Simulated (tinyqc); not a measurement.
Phonon transmission through an interface between two chains by Green functions: one step, computed by the program tinyqc.

Two semi-infinite chains (masses m_1, m_2; springs k_1, k_2), motion along the chain. The central region holds the end atom of each chain, joined by springs k_b. lambda = omega^2 in eV/(angstrom^2 u); nu = 15.6333042 THz x sqrt(lambda).

Question. Self-energies and the matrix at the probe frequency. In chain i, sin(q_i a/2) = nu/nu_max,i. An outgoing wave makes the next atom move as exp(i q_i a) times the end atom, so the lead adds the self-energy Sigma_i = -k_i exp(i q_i a) to the force-constant matrix; Gamma_i = -2 Im Sigma_i = 2 k_i sin(q_i a). A = lambda M - K - Sigma over the central atoms, with K_ii the sum of the springs at i, K_(i,i+1) = -k_b; G = inverse of A; transmission = Gamma_1 Gamma_2 |G_(first,last)|^2.

Inputs (values chosen for the exercise, for two model chains): mass m_1 = 49.7 u; spring k_1 = 11.7 eV/angstrom^2; mass m_2 = 41.9 u; spring k_2 = 5.58 eV/angstrom^2; junction spring k_b = 1.28 eV/angstrom^2.

Atoms in the interlayer: none.

probe frequency = 10.38322 THz

band top of chain 1 = 15.17035 THz

band top of chain 2 = 11.41014 THz

Constants: nu for 1 eV/(angstrom^2 u) = 15.6333042 THz.

Give: q_1 a; q_2 a; Gamma_1; Gamma_2; A (complex symmetric).

Answer.

q_1 a = 1.508 rad

q_2 a = 2.287 rad

Gamma_1 = 23.35 eV/angstrom^2

Gamma_2 = 8.421 eV/angstrom^2

A (complex symmetric) (eV/angstrom^2), rows end of 1, end of 2:
$$\begin{pmatrix}
9.68+11.68i & 1.28 \\
1.28 & 7.96+4.21i
\end{pmatrix}$$
